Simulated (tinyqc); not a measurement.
Inside a calculation. Method: Luttinger-Kohn k.p, four valence bands. One step of it, computed by the program tinyqc.

Problem. Hole masses. E = c [g1 k^2 -/+ 2 sqrt(g2^2 k^4 + 3 (g3^2 - g2^2)(kx^2 ky^2 + ky^2 kz^2 + kz^2 kx^2))] with c = hbar^2/2m, and m* = hbar^2 k^2 / (2 E).

Luttinger parameters chosen for this model; energies are counted downward from the top of the valence band:
```
parameter      value  unit
g1         18.630000
g2          7.390000
g3          8.710000
```

Give: Masses.

Solution.

Masses (electron masses):
```
direction   heavy   light
[100]      0.2597  0.0299
[110]      0.5461  0.0282
[111]      0.8264  0.0277
```
